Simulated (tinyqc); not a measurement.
# Worked calculation: round nanowire with a gate all round, subbands and threshold shift from confinement

tinyqc, about 0.2 s, one thread, Intel Xeon 2.30GHz (shared host): `OMP_NUM_THREADS=1 python tinyqc.py 2350064 2350065 out.jsonl` Printed values are rounded.

Undoped body with a flat potential across it, hard walls, transport along x. Three valley pairs (g = 2 each) with the longitudinal mass along x, y or z. Non-parabolicity enters the subband edges through E (1 + al E) = gamma, so E = 2 gamma/(1 + sqrt(1 + 4 al gamma)); motion within a subband is taken as parabolic with the band-edge mass. Energies are counted from the bulk band edge.

Inputs (values chosen for the exercise); masses close to those of silicon: temperature T = 400 K; longitudinal mass ml = 0.912 m0; transverse mass mt = 0.189 m0; non-parabolicity al = 0 1/eV; diameter t = 8.3 nm; widening of the box by penetration into the insulator dl = 0 nm.

Constants: q = 1.602176634e-19 C, kB = 1.380649e-23 J/K, hbar = 1.054571817e-34 J s, m0 = 9.1093837015e-31 kg, Vt = kB T/q, hbar^2/(2 m0) = 0.0380998212 eV nm^2. Results are converted to the units shown.

Range of the model: For the strongly anisotropic y and z valleys the mean inverse mass serves only for l = 0; pairs with l > 0 really split widely.

## Lowest subbands

gamma = C (2 z/(t + dl))^2 (1/my + 1/mz)/2, z the zeros of the Bessel functions J_l (2.404826, 3.831706, 5.135622, 5.520078, ...), twofold for l > 0; the mean inverse mass is an approximation for anisotropic valleys, C = hbar^2/(2 m0). List the 6 lowest, labelled by valley axis and quantum numbers, with degeneracy g and N_k: N_k = g sqrt(2 mx m0 kB T/(pi hbar^2)).

```
subband	E_k (eV)	g	N_k (cm^-1)
y0,1	0.04085964	2	4.665959e6
z0,1	0.04085964	2	4.665959e6
x0,1	0.06769118	2	1.024961e7
y1,1	0.1037318	4	9.331918e6
z1,1	0.1037318	4	9.331918e6
x1,1	0.1718499	4	2.049923e7
```

## Threshold shift

Each subband has N_k = g sqrt(2 mx m0 kB T/(pi hbar^2)); without degeneracy n = exp(EF/Vt) sum N_k exp(-E_k/Vt). Classical value Nc times pi t^2/4, Nc = sum over valleys of 2 g (m m0 kB T/(2 pi hbar^2))^1.5 with m = (mx my mz)^(1/3). Threshold shift dVT = Vt ln(classical value/sum N_k exp(-E_k/Vt)). Use the subbands listed.

shares, subband y0,1 to x1,1 (%): 26.65001  26.65001  26.87828  8.60149  8.60149  2.61872
sum N_k exp(-E_k/Vt) = 5.350996e6 cm^-1
Nc = 4.183990e19 cm^-3
classical value = 2.263793e7 cm^-1
dVT = 49.71663 mV

With all subbands dVT = 49.01 mV. The lowest edge lies at 40.9 meV; dVT is larger than that, since sum N_k exp(-(E_k - E_1)/Vt) falls short of the classical value.
